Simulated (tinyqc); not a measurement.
# Nanowire ballistic transistor, top-of-the-barrier model: what changes with what

At the top of the source barrier, states moving towards the drain are filled by the source (Fermi level 0) and states moving back by the drain (Fermi level -q Vd); nothing scatters. U is the shift of the band edge there, set by the capacitances CG, CD and CS (the total) and by the charge. Parabolic one-dimensional subband; the source is grounded.

Values chosen for this exercise; mass and valleys made up:
```
symbol,value,unit,meaning
T,250,K,temperature
m,0.0414,m0,effective mass
gv,4,,valley degeneracy
eox,3.9,,relative permittivity of the gate insulator
tox,1.4,nm,insulator thickness
d,4,nm,wire diameter
aG,0.92,,gate control CG/CS
aD,0.028,,drain control CD/CS
E0,0.21,eV,band edge at the barrier top above the source Fermi level at zero bias
```

Constants: q = 1.602176634e-19 C, kB = 1.380649e-23 J/K, hbar = 1.054571817e-34 J s, h = 6.62607015e-34 J s, m0 = 9.1093837015e-31 kg, Vt = kB T/q, eps0 = 8.8541878128e-14 F/cm where lengths are in cm. Results are converted to the units shown.

Each table varies one quantity; the others keep the values above.

## Effect of the band edge at the barrier top above the source Fermi level at zero bias

N0 = gv sqrt(2 m kB T/pi)/hbar, CG = 2 pi eps0 eox/ln(1 + 2 tox/d), CS = CG/aG, n0 = n at U = 0 and Vd = 0. eta1 = -(E0 + U)/Vt, eta2 = eta1 - Vd/Vt, n = (N0/2)[F_(-1/2)(eta1) + F_(-1/2)(eta2)], F_(-1/2)(x) = (1/sqrt(pi)) int_0^infinity u^(-1/2)/(1 + exp(u - x)) du. U = UL + q (n - n0)/CS with UL = -(aG Vg + aD Vd), energies in eV. I = gv (2 q^2/h) Vt [ln(1 + exp eta1) - ln(1 + exp eta2)]. CQ = (q/Vt) dn/d(eta1).

In this table Vg = 0.4 V, Vd = 0.4 V.

Results:
```
E0 (eV)	eta1	n (cm^-1)	I (uA)	mean velocity I/(q n) (cm/s)	CQ/CS
0.1	5.4964	4.4933e6	36.726	5.1015e7	0.73348
0.15	4.1757	3.8658e6	27.982	4.5178e7	0.86595
0.2	2.9824	3.1890e6	20.243	3.9620e7	1.0416
0.3	0.87275	1.6754e6	8.1581	3.0391e7	1.2814
0.35	-0.18996	9.2352e5	4.0239	2.7195e7	1.0287
0.4	-1.5161	3.2907e5	1.3253	2.5136e7	0.47952
0.45	-3.3822	57278	0.22305	2.4305e7	0.093613
```

Estimate the missing row, E0 = 0.25 eV.

Computed row:
```
E0 (eV)	eta1	n (cm^-1)	I (uA)	mean velocity I/(q n) (cm/s)	CQ/CS
0.25	1.8949	2.4516e6	13.587	3.4590e7	1.2237
```

With this row back in the table: As E0 goes from 0.1 to 0.45 eV, n falls from 4.49e6 to 57300 cm^-1, the mean velocity falls from 5.10e7 to 2.43e7 cm/s and the current falls from 36.7 to 0.223 uA. CQ/CS goes from 0.73 to 0.094.

## Effect of the drain control CD/CS

Same model as above.

CQ = (q/Vt) dn/d(eta1). E0 is held fixed.

In this table Vg = 0.4 V, Vd = 0.4 V.

Results:
```
aD	eta1	n (cm^-1)	I (uA)	mean velocity I/(q n) (cm/s)	CQ/CS
0	2.5097	2.8833e6	17.279	3.7403e7	1.1231
0.021	2.6947	3.0057e6	18.429	3.8268e7	1.0909
0.031	2.7839	3.0634e6	18.988	3.8686e7	1.0755
0.041	2.8737	3.1207e6	19.554	3.9108e7	1.0600
0.051	2.9641	3.1776e6	20.127	3.9534e7	1.0446
0.062	3.0644	3.2397e6	20.765	4.0006e7	1.0278
0.072	3.1563	3.2957e6	21.353	4.0438e7	1.0127
```

Estimate the missing row, aD = 0.01.

Computed row:
```
aD	eta1	n (cm^-1)	I (uA)	mean velocity I/(q n) (cm/s)	CQ/CS
0.01	2.5975	2.9418e6	17.822	3.7813e7	1.1078
```

With this row back in the table: As aD goes from 0 to 0.072, n rises from 2.88e6 to 3.30e6 cm^-1, the mean velocity rises from 3.74e7 to 4.04e7 cm/s and the current rises from 17.3 to 21.4 uA. CQ/CS goes from 1.1 to 1.0.

tinyqc, about 0.04 s, one thread, Intel Xeon 2.30GHz (shared host): `OMP_NUM_THREADS=1 python tinyqc.py 2400127 2400128 out.jsonl`
